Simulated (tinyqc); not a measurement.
Changing the satellite valleys Z: two-valley model of the transferred-electron effect. Computed by tinyqc, a small Python program. Command: `OMP_NUM_THREADS=1 python tinyqc.py 3018067 3018068 out.jsonl gunn sweep`. One thread of a shared host (Intel(R) Xeon(R) Processor @ 2.30GHz), about 0.02 s of CPU time with the checks.

Both kinds of valley share one electron temperature T_e, and each has a constant mobility.

Inputs (values chosen for the exercise, modelled on InP):
```
quantity                       value        unit
central-valley mass m1         0.081         m_0
satellite-valley mass m2        0.27         m_0
valley separation dE            0.53          eV
central-valley mobility mu1     5000  cm^2/(V s)
satellite-valley mobility mu2    150  cm^2/(V s)
energy relaxation time tau_E    0.65          ps
lattice temperature T            500           K
```

Solver: damped fixed point.

Constants: k_B = 8.617333262e-05 eV/K.

Method. Density-of-states ratio R = Z (m2/m1)^(3/2); n2/n1 = R exp(-dE/(k_B T_e)); mean mobility mu = (mu1 + mu2 n2/n1)/(1 + n2/n1); energy balance e mu F^2 = (3/2) k_B (T_e - T)/tau_E; v = mu F. Using T_e as the parameter, F(T_e) = sqrt(3 k_B (T_e - T)/(2 e mu tau_E)) and v = mu F; find the first maximum and the next minimum of v, and the most negative dv/dF between them.

One run for each value:
```
satellite valleys Z  threshold field (kV/cm)  peak-to-valley ratio  peak velocity (1e7 cm/s)
3                                      10.38                 1.027                     2.880
4                                       9.15                 1.069                     2.714
6                                       8.03                 1.141                     2.512
8                                       7.45                 1.197                     2.385
12                                      6.79                 1.279                     2.223
```

Over the rows, threshold field (kV/cm) falls from 10.4 to 6.79 (exponent d ln y / d ln x -0.44 between the first rows and -0.23 between the last); peak-to-valley ratio rises from 1.03 to 1.28 (exponent d ln y / d ln x 0.14 between the first rows and 0.16 between the last); peak velocity (1e7 cm/s) falls from 2.88 to 2.22 (exponent d ln y / d ln x -0.21 between the first rows and -0.17 between the last).  Left out: 1, 2 (no negative differential mobility).

Extremes, crossings and ranges named in words are read from the listed rows.
